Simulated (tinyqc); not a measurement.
## Trap density from two Hall measurements

Question. p-type body, charge-sheet picture, full ionisation (an idealisation for deep acceptors), Boltzmann statistics for free electrons. e = Ec - EF at the surface. psi = Eg - Vt ln(Nv/Na) - e; N_dep = sqrt(2 eps0 eps_r Na (psi - Vt)/q); n_f = sqrt(N_dep^2 + 2 eps0 eps_r Vt Nc exp(-e/Vt)/q) - N_dep; Vg = Vfb + psi + q (N_dep + n_t + n_f)/Cox, Cox = eps0 eox/tox. Find e and n_t at both points and the mean trap density between them.

Values chosen for this exercise; band and dielectric values close to those of 4H silicon carbide:

| symbol | value | unit | meaning |
|---|---|---|---|
| T | 300 | K | temperature |
| Eg | 3.22 | eV | band gap |
| eps_r | 9.62 |  | relative permittivity |
| Nc | 1.7e19 | cm^-3 | conduction-band density of states at T |
| Nv | 2.52e19 | cm^-3 | valence-band density of states at T |
| eox | 3.9 |  | relative permittivity of the insulator |
| tox | 57 | nm | insulator thickness |
| Na | 2.5e16 | cm^-3 | acceptor density |
| Vfb | -2.74 | V | flat-band voltage without trapped charge |

Constants: q = 1.602176634e-19 C, kB = 1.380649e-23 J/K, Vt = kB T/q, eps0 = 8.8541878128e-14 F/cm where lengths are in cm. Results are converted to the units shown.

Vg (V): 3.0326171  4.5534649
free sheet density from the Hall effect (cm^-2): 2.0927972e10  2.9114791e11

Solution. Each n_f fixes e; what the gate voltage holds beyond psi, N_dep and n_f is trapped; the difference quotient is the density, smeared over a few Vt.

e (eV): 0.1250  0.05300
n_t (cm^-2): 1.826e11  4.494e11
mean trap density = 3.705e12 cm^-2 eV^-1

Numbers from tinyqc (`OMP_NUM_THREADS=1 python tinyqc.py 2222180 2222181 out.jsonl`; about 0.02 s on one thread of a shared Intel Xeon 2.30GHz).
